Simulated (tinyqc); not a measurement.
From dn, finite wafer back to front recombination velocity S_f: surface photovoltage measurement of the minority-carrier diffusion length in a wafer. Computed by tinyqc, a small Python program. Command: `OMP_NUM_THREADS=1 python tinyqc.py 3130073 3130074 out.jsonl spv inv`. One thread of a shared host (Intel(R) Xeon(R) Processor @ 2.30GHz), about 0.02 s of CPU time with the checks.

Low injection, steady light, a depletion layer much thinner than 1/alpha and L. The excess density dn is taken at the front edge of the neutral region; light that reaches the back is lost.

Inputs (values chosen for the exercise, modelled on p-type silicon at room temperature):
```
quantity                                             value        unit
diffusion length L                                      54  micrometre
wafer thickness W                                      625  micrometre
diffusivity D                                         28.1      cm^2/s
back recombination velocity S_b                      68000        cm/s
photon flux entering                               5.3e+12  1/(cm^2 s)
minority density at the surface barrier scale n_0  1.6e+08      1/cm^3
temperature T                                          298           K
wavelength                                             869          nm
```

Constants: k_B = 8.617333262e-05 eV/K.

Method:
- alpha = (84.732/lambda - 76.417)^2 per cm with lambda in micrometre (an empirical fit for silicon between 0.7 and 1.05 micrometre).
- Thick wafer: dn = Phi L/((S_f + D/L)(L + 1/alpha)). Finite wafer, with s = S_b L/D, w = W/L, a = alpha L: dn = [Phi a/(a^2 - 1)] [a - B - exp(-alpha W)(a - s)/(cosh w + s sinh w)]/(S_f + B D/L), B = (sinh w + s cosh w)/(cosh w + s sinh w).
- Photovoltage V = (k_B T/e) ln(1 + dn/n_0). Lifetime = L^2/D.

Task: A run gave the result below. Find the front recombination velocity S_f, known to lie between 31000 and 65000 cm/s.

dn, finite wafer = 7.989624e+07 1/cm^3

Result:

Each step takes the trial c = (a f_b - b f_a)/(f_b - f_a), f being the result less the target and a, b, c the logarithms of the listed values; c replaces end b, the old b replaces a if the sign of f changed, and otherwise f_a is halved.

Scan of the range:
```
front recombination velocity S_f (cm/s)  dn, finite wafer (1/cm^3)
31000                                                  1.03355e+08
35100                                                  9.28410e+07
39700                                                  8.33302e+07
44900                                                  7.46818e+07
50800                                                  6.68141e+07
57500                                                  5.96749e+07
65000                                                  5.32997e+07
```

False position (Illinois rule, in the logarithm of the input) inside the bracket:
```
step    end a    end b    trial  dn, finite wafer (1/cm^3)
1     39700.0  44900.0  41688.5                7.97966e+07
2     39700.0  41688.5  41576.9                7.99870e+07
3     41688.5  41576.9  41630.0                7.98962e+07
4     41576.9  41630.0  41630.0                7.98962e+07
```

dn, finite wafer falls at every point of a 13-point scan of the range (every second point is shown), so one value fits; it is bracketed by 39700 and 44900. Answer: front recombination velocity S_f = 41630 cm/s.
